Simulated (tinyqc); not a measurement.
Comparisons within one model: impurity band of shallow donors (Hubbard estimate). A value that a table varies takes the place of the one given here.

Constants: e^2/(4 pi eps0) = 14.39964547 eV angstrom.

Parameters, chosen for this exercise (near those of two donors in GaN; the results hold for these values, not for the real material): a = 22.3 angstrom (orbital radius); eps = 9.4 (dielectric constant); Ns = (0.017, 0.043, 0.1, 0.26, 0.6, 1.3, 2.6) x 1e18/cm^3 (donor densities); R = 97 angstrom (separation).

## From lone donors to an impurity band

Donors on a simple cubic lattice of spacing R = N^(-1/3) (1/angstrom^3 = 1e24/cm^3), Ha* = q/(eps a), q = e^2/(4 pi eps0), x = R/a. Hopping t = Ha* (1 + x) exp(-x), band width B = 12 t, on-site repulsion U = (5/8) Ha*; the gap closes near B/U = 1.15. Valley factors and disorder are left out.

Results:

| N (1e18/cm^3) | R (angstrom) | N^(1/3) a | t (meV) | B (meV) | B/U |
|---|---|---|---|---|---|
| 0.017 | 388.9 | 0.057 | 3.38e-05 | 0.000405 | 9.44e-06 |
| 0.043 | 285.4 | 0.078 | 0.00262 | 0.0314 | 0.000732 |
| 0.10 | 215.4 | 0.104 | 0.0467 | 0.560 | 0.0130 |
| 0.26 | 156.7 | 0.142 | 0.490 | 5.88 | 0.137 |
| 0.60 | 118.6 | 0.188 | 2.13 | 25.6 | 0.595 |
| 1.3 | 91.6 | 0.243 | 5.77 | 69.2 | 1.61 |
| 2.6 | 72.7 | 0.307 | 11.2 | 135 | 3.14 |

How do the results move?

B/U passes 1.15 between 0.6 and 1.3 x 1e18/cm^3; the root is x = 4.52, N^(1/3) a = 0.221, N = 0.97 x 1e18/cm^3, below the 1.6 that the empirical rule N^(1/3) a = 0.26 gives; the estimate is rough, since random positions, the overlap of the orbitals and screening are left out. While N grows by 153 times, t grows by 3.32e+05 times.

## What each parameter does (pair of shallow donors (hydrogen-like orbitals))

Each donor has the orbital exp(-r/a); energy unit Ha* = q/(eps a), q = e^2/(4 pi eps0), so that a lone donor is bound by Ha*/2; x = R/a. One electron: S = (1 + x + x^2/3) exp(-x), j = 1/x - (1 + 1/x) exp(-2x), k = (1 + x) exp(-x); levels E(+/-) = -1/2 - (j +/- k)/(1 +/- S) in Ha*, without the repulsion of the ions, split by D = |E(-) - E(+)|.

Two electrons, Heitler-London: with S' = (1 - x + x^2/3) exp(x), C = 1/x - exp(-2x)(1/x + 11/8 + 3x/4 + x^2/6), X = (1/5){exp(-2x)(25/8 - 23x/4 - 3x^2 - x^3/3) + (6/x)[S^2 (0.5772157 + ln x) + S'^2 Ei(-4x) - 2 S S' Ei(-2x)]}, Q = C - 2j + 1/x and A = X - 2 S k + S^2/x, the singlet and triplet lie at (Q +/- w A)/(1 +/- w S^2) from two lone donors, with the valley weight w = 1 (one valley); the exchange is J = triplet - singlet.

x, D = |E(-) - E(+)| and J. Each row changes one parameter from the base and keeps the others.

Results:

| case | x | D (meV) | J (micro-eV) |
|---|---|---|---|
| base | 4.350 | 4.850 | 824 |
| a = 20.1 angstrom | 4.826 | 3.725 | 444 |
| eps = 10.3 | 4.350 | 4.426 | 752 |
| R = 112 angstrom | 5.022 | 2.877 | 295 |

What does this show?

The largest shifts from the base row, up to three for each result and ties (the steps differ in size, so this ranks the rows, not the parameters). x: R +0.673, a +0.476; unchanged at the printed digits by eps. D (meV): R -1.97, a -1.12, eps -0.424. J (micro-eV): R -529, a -380, eps -72.0.

(tinyqc, `OMP_NUM_THREADS=1 python tinyqc.py 1281025 1281026 out.jsonl`, Intel(R) Xeon(R) Processor @ 2.30GHz, 1 thread, shared host, about 0.01 s.)
